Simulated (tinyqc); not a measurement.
Deep-level transient spectroscopy: amplitude against reverse bias.

Schottky contact on an n-type layer with shallow donors Nd (all ionised) and a donor-like deep trap, neutral when filled and positive when empty; depletion approximation. Traps within lam of the depletion edge stay filled. A long pulse to Vp fills the traps beyond x1 = Wp - lam; back at Vr those between x1 and x2 = Wr - lam emit. A rate window reads S = C(t2) - C(t1).

lam = sqrt(2 eps0 eps_r (EF - ET)/(q Nd)), EF - ET = Et - (kB T/q) ln(Nc(T)/Nd), Nc(T) = Nc (T/300 K)^1.5. In the steady state at the band bending V, 2 eps0 eps_r V/q = Nd W^2 + Nt (W - lam)^2 (the second term only if W > lam). W(t)^2 = Wr^2 + (Nt/Nd)(x2^2 - x1^2) exp(-en t), C = eps0 eps_r/W; for small Nt, dC/C = -(Nt/2 Nd) G exp(-en t) with G = (x2^2 - x1^2)/Wr^2. Listed at t = 0.

Parameters, values chosen for the exercise; material values close to those of silicon: relative permittivity eps_r = 11.9; conduction-band density of states at 300 K Nc = 2.77e19 cm^-3; shallow donor density Nd = 5.7e15 cm^-3; built-in voltage Vbi = 0.74 V; depth of the trap below the conduction edge Et = 0.26 eV; trap density Nt = 1.5e14 cm^-3; reverse bias during the filling pulse Vp = 0 V; temperature of the transient T = 163 K.

Constants: q = 1.602176634e-19 C, kB = 1.380649e-23 J/K, eps0 = 8.8541878128e-14 F/cm where lengths are in cm. Results are converted to the units shown.

Result of one run:
```
Vr (V),Wr (nm),G,dC(0)/C (%),2 Nd |dC|/C (cm^-3)
6.1,1244.6,0.68812,-0.89331,1.0184e14
```

What becomes of these results when the reverse bias Vr is changed from 6.1 to 14.4 V, all else the same?

Result of the changed run:
```
Vr (V),Wr (nm),G,dC(0)/C (%),2 Nd |dC|/C (cm^-3)
14.4,1849.6,0.79219,-1.0263,1.1700e14
```

The whole series:
```
Vr (V),Wr (nm),G,dC(0)/C (%),2 Nd |dC|/C (cm^-3)
0.5,532.00,0.24117,-0.31583,3.6004e13
3.3,957.42,0.59095,-0.76861,8.7622e13
6.1,1244.6,0.68812,-0.89331,1.0184e14
8.9,1476.7,0.73839,-0.95763,1.0917e14
11.6,1670.2,0.76938,-0.99722,1.1368e14
14.4,1849.6,0.79219,-1.0263,1.1700e14
17.2,2013.0,0.80937,-1.0482,1.1950e14
20,2164.0,0.82291,-1.0655,1.2147e14
```

G rises from 0.241 to 0.823, since lam = 188 nm and x1 weigh less in a wider layer. The simple estimate 2 Nd |dC|/C reaches 24.0 % of the true Nt in the first row and 81.0 % in the last.

tinyqc, about 0.01 s, one thread, Intel Xeon 2.30GHz (shared host): `OMP_NUM_THREADS=1 python tinyqc.py 2050039 2050040 out.jsonl`
